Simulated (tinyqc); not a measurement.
Lattice vibrations of a chain, step by step. One step of it, computed by the program tinyqc.

Task: Dynamical matrix at q = 0.49. q is in units of 2 pi/a. A spring k from atom i to atom j, n cells on, adds k to Phi_ii and Phi_jj, -k exp(2 pi i q n) to Phi_ij and the conjugate to Phi_ji (for one atom a cell: 2k (1 - cos 2 pi q n)); D_ij = Phi_ij / sqrt(m_i m_j).

A chain moving along its axis:
```
atom   mass (u)  spring to the next atom (eV/angstrom^2)
1     55.800000                                18.400000
2     23.800000                                24.100000
3     90.000000                                29.200000
4     86.200000                                19.600000
```

Give: D(q).

Result:

D(q) (eV/(angstrom^2 u)), lower triangle (Hermitian):
```
              1       2       3      4
1         0.681
2        -0.505   1.786
3         0.000  -0.521   0.592
4  0.282-0.018i   0.000  -0.332  0.566
```
